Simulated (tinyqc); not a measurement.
Drift layer from breakdown voltage and on-resistance.

Problem. An ideal drift layer with a triangular field at breakdown has BV = Ec W/2, N = eps0 eps_r Ec/(q W) and Ron = W/(q mu N). Find Ec, W and N.

Parameters, values chosen for the exercise: relative permittivity eps_r = 12.7; electron mobility of the drift layer mu = 8190 cm^2/(V s).

Constants: q = 1.602176634e-19 C, eps0 = 8.8541878128e-14 F/cm where lengths are in cm. Results are converted to the units shown.

BV = 828.96777 V
Ron = 18.529551 mohm cm^2

Answer. Eliminating W and N gives Ron = 4 BV^2/(eps0 eps_r mu Ec^3), which yields Ec.

Ec = 253 kV/cm
W = 65.6 um
N = 2.70e14 cm^-3

tinyqc, about 0.09 s, one thread, Intel Xeon 2.30GHz (shared host): `OMP_NUM_THREADS=1 python tinyqc.py 2120101 2120102 out.jsonl`
